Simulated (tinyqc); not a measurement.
Worked calculation: ROHF in the 3-21g basis, for H2-, spin multiplicity 2. The basis has no diffuse functions, so it cannot describe the extra electron: this is an exercise in the method, not the real anion. One step of it, computed by the program tinyqc.

Question. Iteration 2: Roothaan effective Fock matrix. With projectors Pc = D(beta) S, Po = (D(alpha) - D(beta)) S, Pv = 1 - D(alpha) S, the block xy is Px^T F Py; with Fc = (F(alpha) + F(beta))/2, the blocks are Fc for cc, oo, vv and cv, F(beta) for co and F(alpha) for ov.

F(alpha) (hartree), lower triangle:
```
,1H 1s,1H 2s,2H 1s,2H 2s
1H 1s,0.590432
1H 2s,-0.214696,-0.039021
2H 1s,-0.195146,-0.238612,0.410282
2H 2s,-0.184688,-0.129989,-0.314243,-0.101229
```

F(beta) (hartree), lower triangle:
```
,1H 1s,1H 2s,2H 1s,2H 2s
1H 1s,0.705163
1H 2s,-0.146071,0.038108
2H 1s,-0.254416,-0.186373,0.800728
2H 2s,-0.214957,-0.072467,-0.023505,0.153042
```

D(alpha) after iteration 1, lower triangle:
```
,1H 1s,1H 2s,2H 1s,2H 2s
1H 1s,0.057725
1H 2s,0.281948,1.384451
2H 1s,-0.029112,-0.118736,0.089934
2H 2s,-0.202658,-0.926523,0.305387,1.260078
```

D(beta) after iteration 1, lower triangle:
```
,1H 1s,1H 2s,2H 1s,2H 2s
1H 1s,0.020958
1H 2s,0.112248,0.601174
2H 1s,0.021125,0.113138,0.021292
2H 2s,0.011995,0.064240,0.012090,0.006865
```

overlap S, lower triangle:
```
,1H 1s,1H 2s,2H 1s,2H 2s
1H 1s,1.000000
1H 2s,0.645899,1.000000
2H 1s,0.180361,0.362996,1.000000
2H 2s,0.362996,0.705365,0.645899,1.000000
```

Give: effective F.

Answer.

effective F (hartree), lower triangle:
```
,1H 1s,1H 2s,2H 1s,2H 2s
1H 1s,0.627
1H 2s,-0.195,-0.008
2H 1s,-0.199,-0.191,0.590
2H 2s,-0.190,-0.086,-0.155,0.067
```
